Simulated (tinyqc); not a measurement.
Inside a calculation. Model: Berg model of reactive sputtering of a nitride or oxide: poisoning, hysteresis and pumping speed. Computed by tinyqc, a small Python program that keeps every step. Command: `OMP_NUM_THREADS=1 python tinyqc.py 3019928 3019929 out.jsonl berg walk`. One thread of a shared host (Intel(R) Xeon(R) Processor @ 2.30GHz), about 0.03 s of CPU time with the checks. Intermediate numbers are printed to about 6 digits and carried at full precision; extremes and crossings named in words are read from the listed rows.

A diatomic gas reacts with bare metal on the target and on the collecting surfaces; ions remove metal and compound from the target. theta_t and theta_c are the compound fractions.

Inputs (values chosen for the exercise, close to those used for tantalum nitride):
```
quantity                         value     unit
ion current density J               11  mA/cm^2
target area A_t                    190     cm^2
collecting area A_c               3100     cm^2
metal yield Y_m                   0.52        -
compound yield Y_c                0.25        -
sticking coefficient alpha        0.77        -
reactive atoms per metal atom z      1        -
gas mass M                          28        u
pumping speed S                    660      l/s
gas temperature T                  300        K
reactive partial pressure P      0.012       Pa
```

Constants: e = 1.602176634e-19 C; u = 1.6605390666e-27 kg; k_B = 1.380649e-23 J/K.

## Steady state at the pressure P

Ion flux j = J/e; gas flux F = P/sqrt(2 pi M k_B T). Target: (2/z) alpha F (1 - theta_t) = j Y_c theta_t. Sputtered flows F_c = j Y_c theta_t A_t, F_m = j Y_m (1 - theta_t) A_t. Collector: (2/z) alpha F (1 - theta_c) A_c + F_c (1 - theta_c) = F_m theta_c. Gas use Q = alpha F [(1 - theta_t) A_t + (1 - theta_c) A_c] + P S/(k_B T); 1 sccm = 4.4780e17 molecules/s. Rate R = F_m + F_c, given relative to j Y_m A_t.

ion flux j = 6.86566e+16 1/(cm^2 s)

gas flux F = 3.44973e+16 1/(cm^2 s)

theta_t = 0.755810

theta_c = 0.990188

gas use (sccm): target 2.75216, collector 1.80434, pump 4.27009

total flow Q = 8.82659 sccm

rate relative to clean metal = 0.607560

The target is partly covered. The film is 99.0 % compound.

## Critical pumping speed

P is a single-valued function of the flow Q only if dQ/dP > 0 everywhere: S must exceed k_B T times the steepest fall of the surface terms with P.

pressure of the steepest fall = 0.00438881 Pa

critical pumping speed = 230.406 l/s

S is 2.86 times the critical value: no hysteresis.

## Flow curve at three pumping speeds

The formulas are those given above.

Pressure as the free variable:
```
P (Pa)    theta_t   theta_c  relative rate  Q at S_c/4 (sccm)  Q at S_c (sccm)  Q at 2 S_c (sccm)
0.00022  0.053698  0.332288       0.972119            2.45341          2.47391             2.5012
0.00044  0.101922  0.511198       0.947079            3.68058          3.72157             3.7762
0.00088  0.184990  0.696390       0.903947            4.79516          4.87715             4.9865
0.00150  0.278965  0.814645       0.855153            5.32298          5.46273             5.6491
0.00260  0.401420  0.901094       0.791571            5.48312          5.72536             6.0483
0.00440  0.531593  0.951341       0.723981            5.35325          5.76319             6.3098
0.00700  0.643559  0.975962       0.665844            5.13927          5.79145             6.6610
0.01100  0.739396  0.988606       0.616083            4.95466          5.97951             7.3460
0.01800  0.822781  0.995209       0.572787            4.87651          6.55353             8.7896
0.03500  0.900275  0.998602       0.532550            5.11485          8.37572            12.7236
```

At S_c/4 the flow falls with pressure in 4 of the intervals: as the target poisons, less metal arrives to getter the gas. At 2 S_c it rises throughout. Coverages and rate depend on P alone, not on S. The collector converts before the target (theta_c = 0.90 at theta_t = 0.40), since the metal is spread over a larger area and no ions clean it. The rate tends to Y_c/Y_m = 0.481.

Checks made by the program: gas taken up by surfaces against gas bound in the growing film (relative difference below 1e-10).
